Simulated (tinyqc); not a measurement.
IGBT as a p-i-n diode in series with a MOS channel, on-state and switching loss: one step of the calculation.

High injection (n = p) in a drift layer from x = -W/2 (anode) to +W/2 (cathode side), recombination only in the layer with lifetime tau, ideal emitters. The channel feeds the cathode side and carries the whole current. Auger recombination, carrier-carrier scattering, emitter losses and the carrier dip under the p body are left out.

Question. Ambipolar length. b = mn/mp, B = (b - 1)/(b + 1), La = sqrt(2 Vt mn mp tau/(mn + mp)), y = W/(2 La).

Parameters, values chosen for the exercise; material values close to those of silicon:
```
symbol,value,unit,meaning
T,400,K,temperature
mn,743,cm^2/(V s),electron mobility
mp,255,cm^2/(V s),hole mobility
W,130,um,width of the drift layer
tau,1.4,us,high-injection lifetime
```

Constants: q = 1.602176634e-19 C, kB = 1.380649e-23 J/K, Vt = kB T/q. Results are converted to the units shown.

Find: b; B; La; y.

Answer.

b = 2.914
B = 0.4890
La = 42.81 um
y = 1.519

Computed by the program tinyqc: `OMP_NUM_THREADS=1 python tinyqc.py 2590145 2590146 out.jsonl`, one thread of a shared Intel Xeon 2.30GHz, about 0.01 s for the whole run.
